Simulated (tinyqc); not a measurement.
Sub-threshold conduction and electro-thermal threshold of an amorphous chalcogenide: one step of the calculation.

Trap-limited conduction: I = I0 exp(-Ea/kB T) sinh(q V dz/(2 ua kB T)), I0 = 2 q A Nt dz/ta. One lumped temperature T = T0 + Rt I V. The threshold is the largest V for which a steady state exists on the low-current branch.

Task. Self-heating. I at the present T, then T(new) = T0 + Rt I V.

Values chosen for this exercise; values of the order of Ge-Sb-Te and related chalcogenides:

| symbol | value | unit | meaning |
|---|---|---|---|
| T0 | 300 | K | ambient temperature |
| A | 910 | nm^2 | cross-section |
| ua | 41 | nm | amorphous thickness |
| dz | 5.2 | nm | distance between traps |
| Ea | 0.41 | eV | activation energy |
| Nt | 2.4e19 | cm^-3 | trap density |
| ta | 1e-14 | s | attempt time |
| Rt | 4.6 | K/uW | thermal resistance |
| V | 2.57 | V | voltage across the amorphous layer |

Constants: q = 1.602176634e-19 C, kB = 1.380649e-23 J/K. Results are converted to the units shown.

T after iteration 1 = 301.52345 K

Find: I; T after iteration 2.

Result.

I = 0.1352 uA
T after iteration 2 = 301.6 K

Range of the model: Purely electronic switching mechanisms, filaments and series resistance are left out.

Program tinyqc, `OMP_NUM_THREADS=1 python tinyqc.py 2490135 2490136 out.jsonl`; Intel Xeon 2.30GHz, shared host, one thread, about 0.02 s.
